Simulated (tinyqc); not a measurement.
## Van der Pauw, Hall and four-point-probe measurements on a doped layer: correction factor against the shape of the sample

A uniform p-type layer with sheet resistance Rs = 1/(q ns mu), point contacts, low field (mu B small).

Rs = 1/(q ns mu). For a rectangle with contacts at the corners, RA = (8 Rs/pi) sum_(k>=0) ln coth((2k + 1) pi a/(2 b)) with current along a short side b and voltage along the opposite one, RB the same with a and b exchanged. ar = a/b. F = Rs/[(pi/ln 2)(RA + RB)/2]; small-asymmetry estimate 1 - (ln 2/2) d^2 - ((ln 2)^2/4 - (ln 2)^3/12) d^4 with d = (RB - RA)/(RB + RA).

Values chosen for this exercise: sheet density of the layer ns = 2.6e13 cm^-2; drift mobility mu = 67 cm^2/(V s).

Constants: q = 1.602176634e-19 C. Results are converted to the units shown.

Result of one run:
```
ar    RA (ohm)  RB (ohm)   RB/RA        F  estimate of F
1.23    383.07    1430.4  3.7341  0.87182        0.87413
```

What becomes of these results when the side ratio a/b of a rectangular sample with corner contacts ar is changed from 1.23 to 2.37, all else the same?

Result of the changed run:
```
ar    RA (ohm)  RB (ohm)   RB/RA        F  estimate of F
2.37    10.657    5334.8  500.59  0.29577        0.56529
```

The whole series:
```
ar    RA (ohm)  RB (ohm)   RB/RA        F  estimate of F
1       790.53    790.53  1.0000   1.0000         1.0000
1.23    383.07    1430.4  3.7341  0.87182        0.87413
1.46    185.90    2160.5  11.622  0.67381        0.70823
1.69    90.246    2937.9  32.554  0.52212        0.62128
1.91    45.212    3703.9  81.922  0.42172        0.58618
2.14    21.951    4516.4  205.75  0.34838        0.57126
2.37    10.657    5334.8  500.59  0.29577        0.56529
2.6     5.1741    6156.2  1189.8  0.25661        0.56285
```

RB/RA rises from 1.00 to 1190 and F falls from 1.00 to 0.257. The estimate is 5.1 % above F at a/b = 1.46 and 2.19 times it in the last row. RA shrinks about as exp(-pi a/b): by a factor of 2.06 between the last two rows, against 2.06.

Program tinyqc, `OMP_NUM_THREADS=1 python tinyqc.py 2850170 2850171 out.jsonl`; Intel Xeon 2.30GHz, shared host, one thread, about 0.05 s.
